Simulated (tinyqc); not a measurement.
Thermal RC ladder, step response: one step of the calculation.

A ladder of 3 nodes: R_i joins node i to node i + 1, the last R to the ambient; C_i is the heat capacity of node i; theta is the rise above ambient, zero at t = 0. d theta/dt = -A theta + b with b = (Pw/C_1, 0, ...), times in ms.

Question. The rate matrix. A = C^(-1) K, K_ii = 1/R_(i-1) + 1/R_i (no first term for node 1), K_(i,i+1) = K_(i+1,i) = -1/R_i.

Parameters, values chosen for the exercise:
- R = [0.25, 0.53, 1] K/W (resistances, junction to ambient)
- C = [0.4, 2.4, 51] mJ/K (heat capacities of the nodes)

Give: A.

Answer.

A (1/ms):
```
	node 1	node 2	node 3
node 1	10.00	-10.00	0.00
node 2	-1.67	2.45	-0.79
node 3	0.00	-0.04	0.06
```

Computed by the program tinyqc: `OMP_NUM_THREADS=1 python tinyqc.py 2520126 2520127 out.jsonl`, one thread of a shared Intel Xeon 2.30GHz, about 0.01 s for the whole run.
